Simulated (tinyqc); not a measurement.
Raising the field: Wannier-Stark ladder of a miniband.

One state in each well j = -(Nw - 1)/2 ... (Nw - 1)/2: H_jj = j e F d, H_(j,j+1) = -W/4; 1 kV/cm = 0.01 meV/angstrom. In an infinite chain the levels are j e F d and the state of well 0 has amplitude J_j(x) in size on well j, x = W/(2 e F d).

Inputs chosen for the exercise (near those of a GaAs/AlGaAs superlattice; shifted at random, so the results belong to these values and not to a real crystal): W = 15 meV (miniband width); d = 78 angstrom (period); Nw = 7 (wells); Fs = (2.4, 3.3, 4.4, 6.2, 9.6, 16, 35) kV/cm (fields).

Infinite-chain weights beside the middle spacing of the finite stack.

Results:

| F (kV/cm) | e F d (meV) | x | J_0^2 | J_1^2 | J_2^2 | middle spacing/(e F d) |
|---|---|---|---|---|---|---|
| 2.4 | 1.87 | 4.006 | 0.157 | 0.005 | 0.131 | 1.4805 |
| 3.3 | 2.57 | 2.914 | 0.053 | 0.137 | 0.234 | 1.1788 |
| 4.4 | 3.43 | 2.185 | 0.014 | 0.311 | 0.154 | 1.0574 |
| 6.2 | 4.84 | 1.551 | 0.234 | 0.319 | 0.060 | 1.0113 |
| 9.6 | 7.49 | 1.002 | 0.584 | 0.194 | 0.013 | 1.0011 |
| 16 | 12.48 | 0.601 | 0.831 | 0.082 | 0.002 | 1.0001 |
| 35 | 27.30 | 0.275 | 0.963 | 0.019 | 0.000 | 1.0000 |

J_0 vanishes at x = 2.405, F = 4.0 kV/cm, where the line at j = 0 disappears; J_0^2 overtakes J_1^2 for good at x = 1.435, F = 6.7 kV/cm, and reaches 0.96 in the last row. The 7 wells reproduce the middle spacing of the even ladder to 1 % from 9.6 kV/cm on, where the swing W/(e F d) = 2x is 2.0 periods. The lines are seen apart only where e F d exceeds their width, usually a few meV.

Computed by tinyqc, a small Python program: `OMP_NUM_THREADS=1 python tinyqc.py 1250358 1250359 out.jsonl` (the numbers bound the seed that draws the inputs); one thread of a shared host (Intel(R) Xeon(R) Processor @ 2.30GHz), about 0.01 s for the whole set of steps.
